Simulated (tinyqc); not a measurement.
Off-state leakage of single and stacked transistors: one step of the calculation.

n-channel devices of unit width. Subthreshold current I(Vg, Vs, Vd) = I0 (T/300 K)^0.5 exp[(Vg - Vs - VT(T) - gb (Vs - Vb) + dd (Vd - Vs))/(nf Vt)] (1 - exp(-(Vd - Vs)/Vt)), VT(T) = VT - cT (T - 300 K). Gate-edge tunnelling Ig (Vd/1 V) exp(ag (Vd - 1 V)), for a gate at 0 V, and band-to-band leakage Ab u exp(-Bb/u), u = Vd - Vb + 1 V, flow at a drain held at V; both are taken as independent of T. In a stack of off transistors (all gates at 0 V) the same subthreshold current passes through each.

Question. New Vx. Stack of two, Vx the node between them: I_low = I(0, 0, Vx), I_up = I(0, Vx, V), f = ln(I_up/I_low), f' = -(1 + gb + 2 dd)/(nf Vt) - 1/(Vt (exp(Vx/Vt) - 1)) - 1/(Vt (exp((V - Vx)/Vt) - 1)), Vx(new) = Vx - f/f'.

Values chosen for this exercise; values of the order met in bulk silicon logic transistors:
- T = 300 K (temperature)
- V = 1.2 V (supply voltage)
- VT = 0.42 V (threshold at 300 K, zero drain and body bias)
- cT = 0.9 mV/K (fall of the threshold with temperature)
- I0 = 0.65 uA/um (current at threshold at 300 K)
- nf = 1.15 (slope factor)
- dd = 0.07 (drain-induced lowering per volt)
- gb = 0.22 (rise of the threshold per volt of source-body bias)
- Vb = 0 V (body voltage)

Constants: q = 1.602176634e-19 C, kB = 1.380649e-23 J/K, Vt = kB T/q. Results are converted to the units shown.

Vx after iteration 1 = 0.063703408 V

Find: I_low; I_up; f; f'; Vx after iteration 2.

Answer.

I_low = 5.06e-4 nA/um
I_up = 5.06e-4 nA/um
f = 2.33e-4
f' = -49.3 1/V
Vx after iteration 2 = 0.0637 V

Computed by the program tinyqc: `OMP_NUM_THREADS=1 python tinyqc.py 2242139 2242140 out.jsonl`, one thread of a shared Intel Xeon 2.30GHz, about 0.03 s for the whole run.
